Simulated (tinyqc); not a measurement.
Inside a calculation. Model: circular transfer-length structure.

tinyqc, about 0.01 s, one thread, Intel Xeon 2.30GHz (shared host): `OMP_NUM_THREADS=1 python tinyqc.py 2760006 2760007 out.jsonl` Printed values are rounded.

A disc contact of radius r0 and a very wide ring contact from r1 = r0 + sp outwards lie on a thin layer; the metal has no resistance and the sheet resistance under the contacts equals Rsh.

Values chosen for this exercise: sheet resistance of the semiconductor layer Rsh = 440 ohm/sq; specific contact resistivity rc = 8.1e-5 ohm cm^2; radius of the inner contact r0 = 130 um; gap between the contacts sp = 22 um.

## The three parts of the resistance

Transfer length Lt = sqrt(rc/Rsh). R = (Rsh/2 pi) [(Lt/r0) I0(r0/Lt)/I1(r0/Lt) + ln(r1/r0) + (Lt/r1) K0(r1/Lt)/K1(r1/Lt)] with modified Bessel functions; for r0 >> Lt both ratios tend to 1.

Lt = 4.290582 um
I0/I1 = 1.016925
K0/K1 = 0.9861769
inner contact = 2.350360 ohm
gap = 10.94863 ohm
outer contact = 1.949397 ohm
R = 15.24839 ohm

The contacts make up 28.2 % of R.

## The large-radius form

Transfer length Lt = sqrt(rc/Rsh). R = (Rsh/2 pi) [(Lt/r0) I0(r0/Lt)/I1(r0/Lt) + ln(r1/r0) + (Lt/r1) K0(r1/Lt)/K1(r1/Lt)] with modified Bessel functions; for r0 >> Lt both ratios tend to 1. Large radius: R = (Rsh/2 pi) [Lt (1/r0 + 1/r1) + ln(r1/r0)], and linearised for sp << r0: Rsh (sp + 2 Lt)/(2 pi r0).

large-radius R = 15.23659 ohm
linearised R = 16.47341 ohm

Against the Bessel form the first is 0.077 % below it and the second 8.0 % above it.
